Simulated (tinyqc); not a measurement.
Small-signal admittance of a forward-biased p+-n diode: one step of the calculation.

Holes injected into a neutral base of width wb with an ohmic contact at its end; low injection, p0 far above the equilibrium density. A small voltage v exp(i w t), w = 2 pi f, modulates the edge density by p0 v/Vt, and the small-signal density obeys Dp d2p/dx2 = (1/tau + i w) p.

Problem. Closed-form admittance. L = sqrt(Dp tau); direct current J = (q Dp p0/L) coth(wb/L); k = sqrt(1 + i w tau)/L; diffusion admittance Y = (q Dp p0/Vt) k coth(k wb) = G + i w C_diff; junction capacitance C_j = sqrt(q eps0 eps_r Nd/(2 Vr)) in the depletion approximation, with the remaining barrier Vr = Vt ln(Na/p0), a rough value under forward bias; base-width modulation is left out.

Inputs (values chosen for the exercise); permittivity close to that of silicon:
- T = 300 K (temperature)
- eps_r = 11.7 (relative permittivity)
- Nd = 1.7e17 cm^-3 (donor density of the base)
- Dp = 6.4 cm^2/s (hole diffusion coefficient)
- tau = 5e-8 s (hole lifetime)
- wb = 5.3 um (width of the neutral base)
- p0 = 3.4e13 cm^-3 (excess hole density at the junction edge)
- Na = 2e19 cm^-3 (acceptor density of the p+ side)
- f = 1.3e7 Hz (signal frequency)

Constants: q = 1.602176634e-19 C, kB = 1.380649e-23 J/K, Vt = kB T/q, eps0 = 8.8541878128e-14 F/cm where lengths are in cm. Results are converted to the units shown.

Find: L; J; k wb; Y; C_diff; C_j.

Solution.

L = 5.657 um
J = 0.08399 A/cm^2
k wb = 1.511+1.186i
Y = 3.769+2.565i S/cm^2
C_diff = 0.03140 uF/cm^2
C_j = 0.2027 uF/cm^2

G is 1.16 times its low-frequency value J/Vt, and C_diff is 0.155 times C_j.

Numbers from tinyqc (`OMP_NUM_THREADS=1 python tinyqc.py 2890106 2890107 out.jsonl`; about 0.01 s on one thread of a shared Intel Xeon 2.30GHz).
